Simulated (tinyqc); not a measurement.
Level against strength of the defect: Koster-Slater impurity in an sp3s* host.

sp3s* tight binding, nearest neighbours only: anion (a) at 0, cation (c) at a/4 (1,1,1), orbitals s, px, py, pz, s* on each; k in units of 2 pi/a. With phases e_j = exp(i (pi/2) k.n_j) for n = (1,1,1), (1,-1,-1), (-1,1,-1), (-1,-1,1): g0 = (e1+e2+e3+e4)/4, g1 = (e1+e2-e3-e4)/4, g2 = (e1-e2+e3-e4)/4, g3 = (e1-e2-e3+e4)/4. The diagonal holds the levels Esa, Epa, Exa (s*) and Esc, Epc, Exc. Anion-cation block: <sa|sc> = Vss g0; <sa|xc> = Vsapc g1; <xa|sc> = -Vscpa g1; <xa|xc> = Vxx g0; <xa|yc> = <ya|xc> = Vxy g3, <xa|zc> = <za|xc> = Vxy g2, <ya|zc> = <za|yc> = Vxy g1; <s*a|xc> = Vxapc g1; <xa|s*c> = -Vpaxc g1; y and z take g2 and g3 in place of g1; s-s* and s*-s* vanish.

A defect on an anion site (a) shifts the s level there by Vs or the three p levels by Vp and leaves the rest. A level in the gap solves 1/Vs = G_s(E) (symmetry A1) or 1/Vp = G_p(E) (T2, threefold), with G(E) = (1/N^3) sum over k and bands of w/(E - e), where w is the weight of the state on the s orbital of that site, or the mean weight on its px, py, pz. Mesh: k = f1 (-1,1,1) + f2 (1,-1,1) + f3 (1,1,-1), f = (j + 1/2)/N, j = 0 to N - 1. Energies from the top of the valence band at Gamma; the s* orbital of the site is left as it is. An infinite shift removes the s or p orbitals, the model of the ideal vacancy: G(E) = 0.

Parameters, chosen for this exercise (out of a larger set: near a published set for GaP; not measured data): p = (-8.105, 1.123, -2.198, 4.129, 8.528, 7.168, -7.495, 2.157, 5.157, 4.281, 6.303, 4.661, 5.113) eV (order Esa, Epa, Esc, Epc, Exa, Exc, Vss, Vxx, Vxy, Vsapc, Vscpa, Vxapc, Vpaxc); N = 4 (mesh).

Eg (smallest gap of the host) = 2.36189 eV

A dash: no level in the gap from 0 to Eg. The last row is the ideal vacancy.

Levels (eV above the valence band):

| shift (eV) | A1 | T2 |
|---|---|---|
| -40 | 1.449 | 2.215 |
| -20 | 1.675 | 2.315 |
| -12 | 1.870 | - |
| -8 | 2.021 | - |
| -5 | 2.169 | - |
| -3 | 2.283 | - |
| +3 | - | - |
| +5 | - | 0.265 |
| +8 | - | 0.787 |
| +12 | - | 1.213 |
| +20 | - | 1.588 |
| +40 | 0.561 | 1.848 |
| vacancy | 1.102 | 2.060 |

What does the comparison show, and why?

A1: a level lies in the gap for the attractive shifts -3, -5, -8, -12, -20 and -40 eV and for the repulsive +40 eV; both branches tend to the vacancy level, 1.102 eV, which pins them. T2: a level lies in the gap for the attractive shifts -20 and -40 eV and for the repulsive +5, +8, +12, +20 and +40 eV; both branches tend to the vacancy level, 2.060 eV, which pins them. A level passes the edges where the shift equals 1/G, a value that is sensitive to the mesh there: on this one 1/G(0) = 22.9 and 1/G(Eg) = -1.6 eV for s, 3.6 and -14.3 eV for p.

Program tinyqc; command `OMP_NUM_THREADS=1 python tinyqc.py 1480671 1480672 out.jsonl`; about 0.09 s on one thread of a shared Intel(R) Xeon(R) Processor @ 2.30GHz.
